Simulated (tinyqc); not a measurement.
# Worked calculation: electron mobility in a silicon inversion layer, empirical terms and Matthiessen rule

tinyqc, about 0.01 s, one thread, Intel Xeon 2.30GHz (shared host): `OMP_NUM_THREADS=1 python tinyqc.py 2510112 2510113 out.jsonl` Printed values are rounded.

Inversion layer of sheet density Ns on a uniformly doped body. The mobility terms are empirical power laws with prefactors chosen for the exercise; adding their inverses (Matthiessen) is itself an approximation.

Values chosen for this exercise; material values close to those of silicon: temperature T = 293 K; band gap Eg = 1.11 eV; relative permittivity of the semiconductor eps_r = 11.7; conduction-band density of states at T Nc = 2.7e19 cm^-3; valence-band density of states at T Nv = 2.54e19 cm^-3; body doping Nb = 8.2e16 cm^-3; reverse body bias Vsb = 1 V; weight of the inversion charge in the effective field eta = 0.5; gate capacitance Cox = 1.8 uF/cm^2; phonon-limited mobility at 1 MV/cm and 300 K Ap = 396 cm^2/(V s); roughness-limited mobility at 1 MV/cm As = 1080 cm^2/(V s); exponent of the roughness term gs = 2; Coulomb prefactor Ac = 1800 cm^2/(V s); charge at the interface Nit = 1.7e12 cm^-2; inversion density Ns = 4.1e12 cm^-2; ratio W/L WL = 10; drain voltage Vd = 0.01 V; measured linear current I = 14 uA.

Constants: q = 1.602176634e-19 C, kB = 1.380649e-23 J/K, Vt = kB T/q, eps0 = 8.8541878128e-14 F/cm where lengths are in cm. Results are converted to the units shown.

## Depletion charge and effective field

ni = sqrt(Nc Nv) exp(-Eg/(2 Vt)), Eg in volts; Ndep = sqrt(2 eps0 eps_r Nb (2 Vt ln(Nb/ni) + Vsb)/q); E = q (Ndep + eta Ns)/(eps0 eps_r), in MV/cm.

ni = 7.443226e9 cm^-3
Ndep = 1.388763e12 cm^-2
E = 0.5318364 MV/cm

The depletion charge gives 40.4 % of the field.

## Mobility terms and their sum

With t = T/(300 K): muC = Ac (Ns/1e12 cm^-2) t/(Nb/1e17 cm^-3 + Nit/1e11 cm^-2), muP = Ap E^(-1/3) t^(-1.75), muS = As E^(-gs); 1/mu is the sum of the inverses.

terms (cm^2/(V s)): Coulomb 404.4781, phonon 509.3852, roughness 3818.278
mu = 212.8851 cm^2/(V s)
shares of 1/mu (%): Coulomb 52.63203, phonon 41.79255, roughness 5.575420

The Coulomb term limits most.

## Iteration 1: inversion density for the measured current

Ns at the start = 2.1e12 cm^-2

I = (W/L) q Ns mu Vd. E = q (Ndep + eta Ns)/(eps0 eps_r) in MV/cm. With t = T/(300 K): muC = Ac (Ns/1e12 cm^-2) t/(Nb/1e17 cm^-3 + Nit/1e11 cm^-2), muP = Ap E^(-1/3) t^(-1.75), muS = As E^(-gs); 1/mu is the sum of the inverses. Ns(new) = I/((W/L) q mu Vd).

E = 0.3771772 MV/cm
mu = 149.0462 cm^2/(V s)
Ns after iteration 1 = 5.862687e12 cm^-2

## Iteration 2: inversion density for the measured current

As before.

E = 0.6681443 MV/cm
mu = 234.7075 cm^2/(V s)
Ns after iteration 2 = 3.722980e12 cm^-2

## Course of the iteration: inversion density for the measured current

Stop when Ns changes by less than 1e5 cm^-2, or after 120 iterations.

Course of the iteration:
```
iteration,Ns (cm^-2),|change| (cm^-2)
1,5.862687e12,3.76e12
2,3.722980e12,2.14e12
3,4.267050e12,5.44e11
4,4.045070e12,2.22e11
5,4.125731e12,8.07e10
6,4.094994e12,3.07e10
7,4.106507e12,1.15e10
8,4.102166e12,4.34e9
9,4.103799e12,1.63e9
10,4.103184e12,6.15e8
11,4.103415e12,2.31e8
12,4.103328e12,8.70e7
13,4.103361e12,3.28e7
14,4.103349e12,1.23e7
15,4.103353e12,4.64e6
16,4.103352e12,1.75e6
17,4.103352e12,6.57e5
18,4.103352e12,2.47e5
19,4.103352e12,9.31e4
```

Converged in 19 iterations. At the end each change is about 0.38 times the one before, with alternating sign: linear convergence.

## Split C-V extraction

```
point,Vg (V),Cgc (uF/cm^2),I (uA)
0,0.2,6.482857e-5,2.375702e-10
1,0.3,0.001756880,1.746349e-7
2,0.4,0.04647189,1.251382e-4
3,0.5,0.7528117,0.05228071
4,0.6,1.712197,1.426098
5,0.7,1.796604,5.155427
6,0.8,1.799875,10.05319
7,0.9,1.799995,15.30472
8,1,1.800000,20.46497
9,1.1,1.800000,25.29650
10,1.2,1.800000,29.68375
11,1.3,1.8,33.58254
12,1.4,1.8,36.99000
```

Q(Vg) is the trapezoid sum of Cgc from the first point (where Q is taken as 0); mu_eff = I/((W/L) Q Vd); mu_FE = (dI/dVg)/((W/L) Cox Vd) with a backward difference. Listed from point 4 on.

```
point,Q (uC/cm^2),mu_eff (cm^2/(V s)),mu_FE (cm^2/(V s))
4,0.1657172,86.05615,76.32318
5,0.3411572,151.1159,207.1849
6,0.5209811,192.9665,272.0980
7,0.7009746,218.3349,291.7517
8,0.8809744,232.2993,286.6807
9,1.060974,238.4271,268.4183
10,1.240974,239.1972,243.7360
11,1.420974,236.3346,216.5994
12,1.600974,231.0468,189.3030
```

At the last point mu_FE is 18 % below mu_eff: where the mobility falls with gate voltage the slope of I understates it.
